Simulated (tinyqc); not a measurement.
# Thermal resistances of a two-die stack

Inverse problem. Heat leaves through the lower die only, and the system is linear. Find the resistance R1 from the lower die to the coolant, R2 between the dies, and the rise of the upper die when both are powered.

Parameters, values chosen for the exercise: power of the lower die P1 = 20 W; power of the upper die P2 = 15 W.

rises of the lower and upper die with only the lower one powered (K): [15.4, 15.4]
rises of the lower and upper die with only the upper one powered (K): [11.55, 18.15]

Answer. With only the lower die powered no heat crosses R2, so both dies rise by P1 R1; the difference in the second test is P2 R2; rises add.

R1 = 0.770 K/W
R2 = 0.440 K/W
rise of the upper die = 33.5 K

Numbers from tinyqc (`OMP_NUM_THREADS=1 python tinyqc.py 2162198 2162199 out.jsonl`; about 0.03 s on one thread of a shared Intel Xeon 2.30GHz).
